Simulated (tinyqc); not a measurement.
One anharmonic mode: perturbation theory, self-consistent phonons and exact levels: one step, computed by the program tinyqc.

V(x) = k x^2/2 + b x^4 for one coordinate x of mass M. A constant K > 0 gives hbar Omega = sqrt((hbar^2/u) K/M) with K in eV/angstrom^2 and M in u.

Question. Self-consistent results. Self-consistent phonon, centred at x = 0: K = k + 12 b <x^2>, <x^2> = (hbar Omega/(2K)) coth(hbar Omega/(2 k_B T)). Its free energy is F = k_B T ln[2 sinh(hbar Omega/(2 k_B T))] + (k - K)<x^2>/2 + 3 b <x^2>^2, an upper bound to the exact one.

Inputs (values chosen for the exercise, for a model mode):
```
quantity             value           unit
mode mass M            111              u
harmonic constant k   11.2  eV/angstrom^2
quartic constant b     320  eV/angstrom^4
temperature T           53              K
```

Shape: single well.

self-consistent K = 14.34902 eV/angstrom^2

Constants: hbar^2/u = 4.18015928e-03 eV angstrom^2; k_B = 8.617333262e-05 eV/K.

Give: self-consistent quantum; self-consistent <x^2>; self-consistent free energy.

Answer.

self-consistent quantum = 23.25 meV

self-consistent <x^2> = 8.201e-04 angstrom^2

self-consistent free energy = 10.95 meV
